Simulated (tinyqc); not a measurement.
# Worked calculation: voltage acceleration of oxide breakdown, four models on the same data

Program tinyqc, `OMP_NUM_THREADS=1 python tinyqc.py 2070165 2070166 out.jsonl`; Intel Xeon 2.30GHz, shared host, one thread, about 0.01 s. Printed values are rounded.

Field E = V/tox in MV/cm. Models: ln(t63/1 s) = a - c X with X = E (E model), -1/E (1/E model), ln V (power law, c the exponent n) or sqrt(E).

Values chosen for this exercise:
```
symbol,value,unit,meaning
tox,2.2,nm,oxide thickness
Vu,1.2,V,use voltage
Ts,398,K,stress temperature
Tu,378,K,use temperature
Ea,0.98,eV,activation energy
ks,3.3e-6,,factor for area and percentile
```

Constants: q = 1.602176634e-19 C, kB = 1.380649e-23 J/K. Results are converted to the units shown.

Range of the model: All four laws are empirical fits; none is established far below the stress range.

## Fitting the models

V, stress 0 to 2 (V): [2.03, 2.3, 2.65]
t63, stress 0 to 2 (s): [19500, 110, 0.6432]

The three stress times were made with the 1/E model, c = 407, and are treated as data. For each model fit ln t63 on X by least squares over the three points.

c, model E to sqrt E: [3.64099, 406.991, 38.6649, 23.7560]
a, model E to sqrt E: [43.2187, -34.2292, 37.1330, 81.8533]
largest misfit in ln t63 (0: below 0.002), model E to sqrt E: [0.453302, 0.000000, 0.228199, 0.341394]

The worst misfit of any model is 0.45 in ln t63, a factor of 1.57 in time, comparable to the scatter of t63 from small samples, so such data hardly tell the models apart.

## Projection to use conditions

Project to Vu, multiply by exp[(Ea q/kB)(1/Tu - 1/Ts)] and by ks; ten years are 3.15576e8 s. The largest voltage for ten years solves the same relation for V.

temperature factor = 4.53511
lifetime, model E to sqrt E (years): [0.00661563, 1.64189e5, 5.50956, 0.134550]
largest voltage for ten years, model E to sqrt E (V): [0.757648, 1.37944, 1.18164, 1.02087]

The lifetimes span 7.39 decades, from the E model (most cautious) to the 1/E model; the allowed voltage spans 0.758 to 1.38 V. 1 of the four models pass ten years at Vu. Lifetimes beyond a thousand years are formal extrapolations.
